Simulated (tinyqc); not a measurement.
Inside a calculation. Model: resonant-tunnelling diode, transfer matrices and Tsu-Esaki current.

Program tinyqc, `OMP_NUM_THREADS=1 python tinyqc.py 2600048 2600049 out.jsonl`; Intel Xeon 2.30GHz, shared host, one thread, about 0.2 s. Printed values are rounded.

Emitter (band edge 0), barrier d1, well Lw, barrier d2, collector (edge -V). The bias drops linearly over these layers and none in the contacts; each layer is cut into ns equal slices, flat at the value of their centres. E is the energy of motion across the layers, C = hbar^2/(2 m0), psi and psi'/m are continuous. Transport is coherent, T(E) is taken as independent of the transverse momentum, and charge in the well is ignored.

Parameters, values chosen for the exercise; masses and offsets of a made-up heterostructure:
```
symbol,value,unit,meaning
T,150,K,temperature
mw,0.26,m0,"mass in the well, spacer and contacts"
U1,1,eV,barrier height
m1,0.49,m0,barrier mass
d1,0.8,nm,emitter barrier
Lw,1.4,nm,well width
d2,0.8,nm,collector barrier
ns,4,,slices in each layer
Ef,0.19,eV,Fermi energy of both contacts above their band edges
V,0.28,V,bias of the collector
E,0.09822,eV,trial energy
```

Constants: q = 1.602176634e-19 C, kB = 1.380649e-23 J/K, hbar = 1.054571817e-34 J s, m0 = 9.1093837015e-31 kg, Vt = kB T/q, hbar^2/(2 m0) = 0.0380998212 eV nm^2. Results are converted to the units shown.

## Slices under bias

U = edge of the layer - V x/Lt at the centre x of each slice, Lt the summed thickness.

```
slice     U (eV)  m (m0)  width (nm)
0       0.990667    0.49         0.2
1       0.972000    0.49         0.2
2       0.953333    0.49         0.2
3       0.934667    0.49         0.2
4      -0.091000    0.26        0.35
5      -0.123667    0.26        0.35
6      -0.156333    0.26        0.35
7      -0.189000    0.26        0.35
8       0.785333    0.49         0.2
9       0.766667    0.49         0.2
10      0.748000    0.49         0.2
11      0.729333    0.49         0.2
```

## Running product of the slice matrices at the trial energy

For the pair (psi, psi'/m) a flat layer has M = [[cos kd, (m/k) sin kd], [-(k/m) sin kd, cos kd]] with k = sqrt(m (E - U)/C) above its edge U, and M = [[cosh Kd, (m/K) sinh Kd], [(K/m) sinh Kd, cosh Kd]] with K = sqrt(m (U - E)/C) below it. Later slices stand to the left. With M acting on (psi, psi'/m) and v = k/m in each lead, T(E) = 4 vL vR/[(vL vR M12 - M21)^2 + (vR M11 + vL M22)^2]. vL = sqrt(mw E/C)/mw, vR = sqrt(mw (E + V)/C)/mw.

Product after each layer:
```
                M11  M12 (nm)  M21 (1/nm)       M22
barrier d1  7.32575   1.05320     48.7559   7.14598
well        8.86721   1.30200    -50.7364  -7.33698
barrier d2  3.22395  0.569914     8.86852   1.87791
```

T(E) = 0.115756

## Transmission at three energies near the peak

three energies (eV): 0.100064  0.102564  0.105064

The same product at each energy.

T(E) at these energies: 0.245608  0.694236  0.391427

## Breit-Wigner parameters from a parabola through 1/T(E)

Near a resonance 1/T(E) = (1/Tp) [1 + (2 (E - Er)/G)^2]. With y = 1/T(E) at E0 - h, E0, E0 + h: a = (y1 + y3 - 2 y2)/(2 h^2), b = (y3 - y1)/(2 h), Er = E0 - b/(2 a), 1/Tp = y2 - b^2/(4 a), G = 2 sqrt(1/(Tp a)), tau = hbar/G.

Er = 0.103070 eV
Tp = 0.733326
G = 4.26665 meV
tau = 154.269 fs

The true maximum of T(E) lies at 0.10303 eV with height 0.7271 and full width 4.328 meV; the fitted G is 1.4 % below that width.

## Current from the resonance alone

J = J0 times the integral over E > 0 of T(E) N(E), N = ln[(1 + exp((Ef - E)/Vt))/(1 + exp((Ef - V - E)/Vt))], J0 = q^2 mw m0 kB T/(2 pi^2 hbar^3) (times 1e-4 for A/cm^2 per eV). For a sharp resonance J = J0 (pi G/2) Tp N(Er), with Er the peak energy, Tp the peak transmission and G the full width at half maximum (in eV). The three values given are estimates from a parabola through three points of 1/T(E).

J0 = 5.43875e7 A/(cm^2 eV)
N(Er) = 6.72639
J = 1797.98 kA/cm^2

The full integral over T(E) gives 1763 kA/cm^2; the value above is 2.0 % above it. With the exact position, height and width of the peak (Er = 0.10303 eV, Tp = 0.7271, G = 4.328 meV) the formula is 2.6 % above it.
